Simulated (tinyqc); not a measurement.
A tight-binding chain with uneven site energies, recursive Green functions: the device repeated.

The device has N = 6 slices of 1 site(s), nearest-neighbour hopping -t, and site energies U; the leads are semi-infinite continuations with site energy 0. V = <i+1|H|i> = -t 1.

Sigma = t^2 g(E), g(x) = (x - i sqrt(4 t^2 - x^2))/(2 t^2) for |x| < 2 t and (x - sign(x) sqrt(x^2 - 4 t^2))/(2 t^2) otherwise; Gamma = i (Sigma - Sigma^dagger); both leads give the same. Forward pass: g_1 = (E - H_1 - Sigma)^(-1), g_i = (E - H_i - V g_(i-1) V^dagger)^(-1), with Sigma also subtracted on the last slice; G_(i,1) = g_i V G_(i-1,1), starting from g_1. H_i is the block of slice i, its site energy. T(E) = Tr[Gamma G_(N,1) Gamma G_(N,1)^dagger]. The list U is repeated k times, so the device has k N slices.

Values chosen for this exercise:
- t = 1 eV (hopping (matrix element -t))
- U = [-0.62, -0.7, 0.51, -0.24, -0.57, 0.28] eV (site energies, slice by slice)
- E = 0.96 eV (energy)

Result of one run:

| k | T(E) | ln T(E) |
|---|---|---|
| 2 | 0.03211 | -3.439 |

What becomes of these results when the number of repeats k is changed from 2 to 12, all else the same?

Result of the changed run:

| k | T(E) | ln T(E) |
|---|---|---|
| 12 | 2.171e-11 | -24.55 |

The whole series:

| k | T(E) | ln T(E) |
|---|---|---|
| 1 | 0.2562 | -1.362 |
| 2 | 0.03211 | -3.439 |
| 3 | 0.003897 | -5.548 |
| 4 | 4.717e-4 | -7.659 |
| 5 | 5.709e-5 | -9.771 |
| 6 | 6.910e-6 | -11.88 |
| 8 | 1.012e-7 | -16.11 |
| 10 | 1.483e-9 | -20.33 |
| 12 | 2.171e-11 | -24.55 |

T(E) falls from 0.256 to 2.17e-11; over the last rows ln T(E) drops by a steady 2.11 a repeat: the energy lies in a gap of the periodic structure that the repeats form, with a decay length of 5.68 slices for the amplitude.

Computed by the program tinyqc: `OMP_NUM_THREADS=1 python tinyqc.py 2660120 2660121 out.jsonl`, one thread of a shared Intel Xeon 2.30GHz, about 0.02 s for the whole run.
